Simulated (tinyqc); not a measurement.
Complex band structure along [001] in sp3s* tight binding, step by step. Values are carried at full precision from step to step, so a last printed digit may differ when a step is redone from the rounded ones.

For k = (0, 0, kz) the phase sums are g0 = cos(phi) and g3 = i sin(phi), phi = kz a/4, and the s, pz, s* orbitals of anion (a) and cation (c) decouple from px, py. With z = exp(i phi), H(z) = H0 + z T + T^T/z for any complex z. H0 is diagonal (Esa, Epa, Exa, Esc, Epc, Exc). The anion-cation block is B(z) = z U + W/z and the cation-anion block z W^T + U^T/z, where U has Vss/2 (s,s), Vsapc/2 (s,z), -Vscpa/2 (z,s), Vxx/2 (z,z), Vxapc/2 (s*,z), -Vpaxc/2 (z,s*), and W has the same values with the s-z and s*-z signs reversed. |z| = 1 is a band state, |z| < 1 decays along [001] as exp(-kappa d) over a distance d, kappa = -(4/a) ln|z|. No spin-orbit coupling.

Constants: hbar^2/2m0 = 3.80998211 eV angstrom^2.

Inputs chosen for the exercise (out of a larger set: near a published set for InP, fitted to gaps, whose masses and valley positions are rough (light masses up to twice too heavy); not measured data):

| symbol | value | unit | meaning |
|---|---|---|---|
| p | (-8.557, 0.874, -1.478, 4.031, 8.296, 7.078, -5.365, 1.887, 4.232, 2.231, 5.562, 3.449, 4.495) | eV | order Esa, Epa, Esc, Epc, Exa, Exc, Vss, Vxx, Vxy, Vsapc, Vscpa, Vxapc, Vpaxc |
| dE | 0.41 | eV | E - Ev |
| a | 5.863 | angstrom | lattice constant |

## The layer matrices

Parameters in the order Esa, Epa, Esc, Epc, Exa, Exc, Vss, Vxx, Vxy, Vsapc, Vscpa, Vxapc, Vpaxc. Form H0 and T.

diagonal of H0 (eV): sa -8.5570, za 0.8740, s*a 8.2960, sc -1.4780, zc 4.0310, s*c 7.0780

T (eV):
```
          sa      za      s*a       sc      zc      s*c
sa    0.0000  0.0000   0.0000  -2.6825  1.1155   0.0000
za    0.0000  0.0000   0.0000  -2.7810  0.9435  -2.2475
s*a   0.0000  0.0000   0.0000   0.0000  1.7245   0.0000
sc   -2.6825  2.7810   0.0000   0.0000  0.0000   0.0000
zc   -1.1155  0.9435  -1.7245   0.0000  0.0000   0.0000
s*c   0.0000  2.2475   0.0000   0.0000  0.0000   0.0000
```

## Edges at Gamma

At z = 1 the levels follow from the blocks [[Esa, Vss], [Vss, Esc]] and [[Epa, Vxx], [Vxx, Epc]]: Ev is the lower p root, and the direct gap ends at the lower of the upper roots.

Ev = -0.0077 eV
EG (direct gap) = 1.4176 eV

## Complex wave vectors at one energy in the gap

Solve det(H0 - E + z T + T^T/z) = 0 with E = Ev + dE, as the linear problem [[0, 1], [-T^T, E - H0]] x = z [[1, 0], [0, T]] x. Roots come as z, -z, 1/z and conjugates; list those with 0 < |z| < 1 and Re z, Im z >= 0, by falling |z|. Re kz = arg(z)/(pi/2) in units of 2 pi/a, kappa = -(4/a) ln|z|.

Decaying roots:

| Re z | Im z | \|z\| | Re kz (2 pi/a) | kappa (1/angstrom) |
|---|---|---|---|---|
| 0.8790 | 0.0000 | 0.8790 | 0.0000 | 0.0880 |
| 0.0000 | 0.3195 | 0.3195 | 1.0000 | 0.7785 |
| 0.0000 | 0.2959 | 0.2959 | 1.0000 | 0.8309 |

The slowest root has kappa = 0.0880 1/angstrom at Re kz = 0.000: a purely imaginary k at Gamma. The probability falls by exp(-2 kappa d), a factor 5.81 over 1 nm.

## The px, py block

For px and py the determinant gives (E - Epa)(E - Epc) = Vxx^2 cos^2(phi) + Vxy^2 sin^2(phi). With phi = i kappa a/4 this is sinh^2(kappa a/4) = ((E - Epa)(E - Epc) - Vxx^2)/(Vxx^2 - Vxy^2), E = Ev + dE. Parameters in the order Esa, Epa, Esc, Epc, Exa, Exc, Vss, Vxx, Vxy, Vsapc, Vscpa, Vxapc, Vpaxc.

sinh^2(kappa a/4) = 0.12888
kappa of the heavy-hole branch = 0.2399 1/angstrom

This branch decays faster than the slowest root of the s-pz block (0.0880), by a factor 2.73 in kappa.

## Band-edge masses of the same block

From the real bands: m/m0 = c h^2/|E(h) - E(0)| with kz = h = 0.001 1/angstrom for level 2 (light hole) and level 3 (electron) of the 6 x 6 matrix; c = hbar^2/2m0.

masses of this model, from the curvature at Gamma (m0): m_lh 0.0959, m_e 0.1246

These are masses of the nearest-neighbour model without spin-orbit coupling, which is fitted to gaps and often gives the electron too heavy.

## Checks

- Largest distance of a level of the 6 x 6 block at kz = 0.37 (2 pi/a) from a level of the full matrix, against zero (eV): both 0.000000.
- Kappa 0.1 meV above Ev against sqrt(m_lh E/c): both 0.001586.

(tinyqc, `OMP_NUM_THREADS=1 python tinyqc.py 1482447 1482448 out.jsonl`, Intel(R) Xeon(R) Processor @ 2.30GHz, 1 thread, shared host, about 0.01 s.)
